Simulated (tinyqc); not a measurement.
Short-channel transistor, virtual-source model with series resistance: one step of the calculation.

The current per gate width is the charge at the top of the source barrier (the virtual source) times its velocity times a saturation function; al and be are fitting constants of the model. Units: I in uA/um, Rs in ohm um, so I Rs = 1e-6 I Rs in volts; Q in uC/cm^2, so I = 1e-4 Q vx0 Fsat with vx0 in cm/s.

Task. Current through the series resistance. Intrinsic voltages Vg' = Vgs - I Rs, Vd' = Vds - 2 I Rs. n = n0 + nd Vd', VT = VT0 - dl Vd', Ff = 1/(1 + exp((Vg' - VT + al Vt/2)/(al Vt))), Q = Cinv n Vt ln(1 + exp((Vg' - VT + al Vt Ff)/(n Vt))), Vdsat = (vx0 L/mu)(1 - Ff) + Vt Ff, Fsat = u/(1 + u^be)^(1/be) with u = Vd'/Vdsat, and I(out) = Q vx0 Fsat per width. (Fsat takes the sign of u.) I(new) = I(out).

Values chosen for this exercise:
```
symbol,value,unit,meaning
T,250,K,temperature
Cinv,3.12,uF/cm^2,inversion capacitance
vx0,5.19e6,cm/s,velocity at the virtual source
mu,170,cm^2/(V s),apparent mobility
L,20,nm,channel length
VT0,0.338,V,threshold at zero drain voltage
dl,0.144,V/V,drain-induced barrier lowering
n0,1.29,,subthreshold factor
nd,0.05,1/V,growth of n with drain voltage
al,3.5,,threshold shift (in units of Vt) from weak to strong inversion
be,2,,sharpness of saturation
Rs,50,ohm um,series resistance of each contact
Vgs,0.43,V,gate voltage
Vds,0.6,V,drain voltage
```

Constants: q = 1.602176634e-19 C, kB = 1.380649e-23 J/K, Vt = kB T/q. Results are converted to the units shown.

I at the start = 0 uA/um

Give: Vg'; Vd'; VT; Ff; Q; Vdsat; Fsat; I(out); I after iteration 1.

Result.

Vg' = 0.4300 V
Vd' = 0.6000 V
VT = 0.2516 V
Ff = 0.05386
Q = 0.5694 uC/cm^2
Vdsat = 0.05893 V
Fsat = 0.9952
I(out) = 294.1 uA/um
I after iteration 1 = 294.1 uA/um

Program tinyqc, `OMP_NUM_THREADS=1 python tinyqc.py 2380140 2380141 out.jsonl`; Intel Xeon 2.30GHz, shared host, one thread, about 0.02 s.
